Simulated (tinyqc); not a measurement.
Polytypes by hexagonality, and a cubic inclusion as a quantum well, step by step. Values are carried at full precision from step to step, so a last printed digit may differ when a step is redone from the rounded ones.

A layer is h if its two neighbours in the periodic sequence sit on the same site, k otherwise; the hexagonality h is the share of h layers.

Constants: hbar^2/2m0 = 3.80998211 eV angstrom^2.

Values chosen for the exercise (of the order of those of InP; the results hold for these values, not for the real material): E3 = 1.412 eV (gap of the cubic polytype); E2 = 1.48 eV (gap of 2H); Ev2 = 0.046 eV (valence top of 2H above that of 3C); P2 = -0.0017 C/m^2 (spontaneous polarisation of 2H); m = (0.08, 0.078) m0 (electron mass along c in the cubic layer and in the host); d = 3.387 angstrom (thickness of a double layer); eps = 12.8 (dielectric constant); N = 6 (double layers in the cubic inclusion).

## Hexagonality

Stacking sequences:

| polytype | sequence |
|---|---|
| 15R | ABCACBCABACABCB |
| 6H | ABCACB |
| 10H | ABCABCBACB |
| 2H | AB |
| 21R | ABCACBACABCBACBCABACB |

Give the h/k string and h of each.

Hexagonality:

| polytype | h/k string | h |
|---|---|---|
| 15R | hkkhkhkkhkhkkhk | 0.4000 |
| 6H | hkkhkk | 0.3333 |
| 10H | hkkkkhkkkk | 0.2000 |
| 2H | hh | 1.0000 |
| 21R | hkkhkkkhkkhkkkhkkhkkk | 0.2857 |

## Gaps and band edges

Gap: E3 + (E2 - E3) h. Valence top Ev2 h and polarisation P2 h, both counted from 3C; Ec = Ev + gap.

Evaluate for each polytype.

Results:

| polytype | gap (eV) | Ev (eV) | Ec (eV) | P (C/m^2) |
|---|---|---|---|---|
| 15R | 1.4392 | 0.0184 | 1.4576 | -0.00068 |
| 6H | 1.4347 | 0.0153 | 1.4500 | -0.00057 |
| 10H | 1.4256 | 0.0092 | 1.4348 | -0.00034 |
| 2H | 1.4800 | 0.0460 | 1.5260 | -0.00170 |
| 21R | 1.4314 | 0.0131 | 1.4446 | -0.00049 |

The widest gap is that of 2H, the narrowest that of 10H. Ev and Ec both rise with h, so 3C collects electrons and the more hexagonal side holes: a staggered line-up.

## The bound level without the field

A cubic inclusion of width L = N d in the host (h = 1) is a well of depth V = Ec(host) - Ec(3C). Square well with mass mismatch: k tan(k L/2) = (m_w/m_b) q, k = sqrt(m_w E/c), q = sqrt(m_b (V - E)/c), c = hbar^2/2m0, lowest root. The depth of the level, V - E, is its binding, and the transition to the valence top of the host is gap(host) - (V - E). The step in polarisation gives a field |F| = |P|/(eps eps0) in a thin inclusion, eps0 = 8.8541878e-12 F/m.

Give V, L, the level E, its depth below the host conduction edge and the transition to the valence top of the host, gap(host) - (V - E).

V = 0.1140 eV
L = 20.322 angstrom
E above the bottom = 0.0930 eV
depth below the host edge = 0.0210 eV
transition = 1.4590 eV

The level keeps 18 % of the well depth. The transition lies above the gap of 3C itself (1.412 eV).

## The polarisation field

Give |F|, the drop |F| L, the bound charge |P|/e per cm^2 (e = 1.602176634e-19 C), and, as a first estimate, the shift -|F| L/2 of the transition for an electron centred in the layer and a hole in the host on the high side.

|F| = 0.150 MV/cm
drop = 30.5 meV
bound charge = 1.06e+12 cm^-2
estimated shift = -15.2 meV

The drop is 27 % of the well depth. The host edge on the low side sinks by 15 meV against the centre, less than the 21 meV by which the flat well binds.

## Checks

- Square-well root against finite differences on a grid of 0.5 angstrom (eV): both 0.093.

Program tinyqc; command `OMP_NUM_THREADS=1 python tinyqc.py 1880886 1880887 out.jsonl`; about 0.04 s on one thread of a shared Intel(R) Xeon(R) Processor @ 2.30GHz.
